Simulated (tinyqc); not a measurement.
Domain walls in a thin film with perpendicular anisotropy: Bloch, Neel and chiral walls, motion and stripe domains: one step, computed by the program tinyqc. Command: `OMP_NUM_THREADS=1 python tinyqc.py 3011732 3011733 out.jsonl mwall walk`. One thread of a shared host (Intel(R) Xeon(R) Processor @ 2.30GHz), about 0.01 s of CPU time with the checks.

One-dimensional wall: polar angle theta(x), azimuth phi of the moment in the wall (phi = 0 Neel, 90 degrees Bloch). mu_0 = 1.25663706212e-6 T m/A, gamma = 1.76085963023e11 rad/(s T).

Problem. Width and energy of the Bloch wall. K_eff = K_u - mu_0 M_s^2/2; Delta = sqrt(A/K_eff); sigma_0 = 4 sqrt(A K_eff); profile theta = 2 arctan exp(x/Delta); quality factor Q = 2 K_u/(mu_0 M_s^2).

Inputs (values chosen for the exercise, for a model film): saturation magnetisation M_s = 698 kA/m; exchange stiffness A = 9.2 pJ/m; uniaxial anisotropy K_u = 377 kJ/m^3.

Give: K_eff; width parameter Delta; sigma_0; quality factor Q.

Solution.

K_eff = 70.88 kJ/m^3

width parameter Delta = 11.39 nm

sigma_0 = 3.230 mJ/m^2

quality factor Q = 1.232
